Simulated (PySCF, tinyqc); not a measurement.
A ladder of methods, and size consistency: correlation methods against full CI in the sto-6g basis, for Be, spin multiplicity 1. Computed by the program tinyqc with PySCF. 

Geometry (angstrom):
```
atom,x,y,z
Be,0.0000,0.0000,0.0000
```

RHF energy of one = -14.503361 hartree

All electrons correlated; +Q is the Davidson correction (1 - c0^2) E_corr. The last columns treat two copies 100 angstrom apart as one system. FCI is the lowest singlet.

Correlation energies (hartree):
```
method,E_corr of one,share of FCI (%),E_corr of two at 100 angstrom,two minus twice one (mhartree)
MP2,-0.02455,46.558,-0.04910,0.000
CISD,-0.05272,99.981,-0.09595,9.484
CISD+Q,-0.05839,110.746,-0.11190,4.882
CCSD,-0.05272,99.991,-0.10544,0.000
CCSD(T),-0.05272,99.991,-0.10544,0.000
FCI,-0.05273,100.000,-,-
```

MP2 recovers 47 %, CISD 100.0 % and CCSD 100.0 % of the FCI value (c0^2 = 0.892 in CISD). MP2 and coupled cluster are size consistent, so their last column vanishes; CISD loses 9.48 mhartree, since a double excitation on each copy is a quadruple of the pair, and the Davidson correction leaves +4.88. The restricted reference is unstable here: a spin-polarised solution lies 0.0017 hartree lower (PySCF), so results built on it describe a poor reference.
